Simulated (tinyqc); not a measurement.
Inside a calculation. Model: MOSFET in the linear regime without short-channel effects, parameter extraction from computed curves.

Numbers from tinyqc (`OMP_NUM_THREADS=1 python tinyqc.py 2210027 2210028 out.jsonl`; about 0.01 s on one thread of a shared Intel Xeon 2.30GHz). Printed values are rounded.

Inversion charge Q = Cox n Vt W0(exp((Vg - VT)/(n Vt))), W0 the Lambert function and n = nf; u = Q/Cox; mobility mu = mu0/(1 + th1 u + th2 u^2); channel resistance Rch = (L - dL)/(W mu Q); Id = Vd/(Rch + Rsd/W). Cox = eps0 eox/tox. Small Vd, no channel-length or drain effects.

Values chosen for this exercise; channel values of the order met in silicon transistors:

| symbol | value | unit | meaning |
|---|---|---|---|
| T | 400 | K | temperature |
| eox | 3.9 |  | relative permittivity of the gate insulator (close to silicon dioxide) |
| tox | 6.3 | nm | insulator thickness |
| mu0 | 300 | cm^2/(V s) | low-field mobility |
| th1 | 0.21 | 1/V | first mobility attenuation factor |
| th2 | 0 | 1/V^2 | second mobility attenuation factor |
| VT | 0.45 | V | threshold voltage |
| nf | 1.29 |  | body factor |
| W | 0.5 | um | gate width |
| L | 0.09 | um | drawn gate length |
| dL | 0.012 | um | drawn less effective length |
| Rsd | 200 | ohm um | source plus drain resistance |
| Vd | 0.02 | V | drain voltage |

Constants: q = 1.602176634e-19 C, kB = 1.380649e-23 J/K, Vt = kB T/q, eps0 = 8.8541878128e-14 F/cm where lengths are in cm. Results are converted to the units shown.

## Transfer curve

Vg, point 0 to 10 (V): 0.25  0.35  0.45  0.55  0.65  0.75  0.85  0.95  1.05  1.15  1.25

u, mu, Rch and Id as defined.

```
point	u (V)	mu (cm^2/(V s))	Rch (ohm)	Id (uA)
0	4.895965e-4	299.9692	1.937925e6	0.01031819
1	0.004262725	299.7317	2.227572e5	0.08962290
2	0.02521828	298.4196	37818.91	0.5233011
3	0.07610449	295.2808	12665.03	1.530804
4	0.1468709	291.0240	6658.669	2.833395
5	0.2274272	286.3252	4370.689	4.192267
6	0.3131980	281.4862	3228.314	5.512202
7	0.4020888	276.6408	2558.666	6.759804
8	0.4930231	271.8537	2123.486	7.925545
9	0.5853876	267.1579	1819.870	9.009538
10	0.6788041	262.5708	1596.838	10.01583
```

## Threshold and mobility at the peak transconductance

gm_i = (Id_(i+1) - Id_(i-1))/(Vg_(i+1) - Vg_(i-1)); at the point j of largest gm the tangent meets the axis at V_ext = Vg_j - Id_j/gm_j; field-effect mobility gm_j L/(W Cox Vd) with the drawn L.

gm, point 1 to 9 (uS): 2.564915  7.205905  11.55047  13.30731  13.39404  12.83769  12.06671  11.24867  10.45145
j = 5
V_ext = 0.4370050 V
field-effect mobility = 219.9283 cm^2/(V s)

V_ext is 13 mV below the model VT, and the mobility so found is 36 % below mu0 L/(L - dL) = 346 cm^2/(V s), the value for the drawn L; attenuation, series resistance and the slow approach of Q to a straight line all lower the peak gm.

## The Y function

Y_i = Id_i/sqrt(gm_i). For Id = beta Vd x/(1 + th x), x = Vg - VT, Y = sqrt(beta Vd) x whatever th. Slope s from points 6 and 9; VT_Y = Vg - Y/s at point 9; beta = s^2/Vd; mobility beta L/(W Cox) with the drawn L; th* = (beta Vd x/Id - 1)/x at point 9.

Y, point 1 to 9 (uA^0.5 V^0.5): 0.05596062  0.1949429  0.4504221  0.7767155  1.145495  1.538444  1.945986  2.363081  2.786855
s = 4.161368 uA^0.5 V^-0.5
VT_Y = 0.4803033 V
beta = 865.8493 uA/V^2
mobility from Y = 284.3427 cm^2/(V s)
th* = 0.4288593 1/V

The mobility from Y is 18 % below mu0 L/(L - dL) = 346 cm^2/(V s), which it should reach in deep inversion when th2 = 0. th* compares with th1 + mu0 Cox Rsd/(L - dL) = 0.632 1/V, since series resistance enters like th1. The match is poor here: at these overdrives Q is not yet a straight line in Vg.
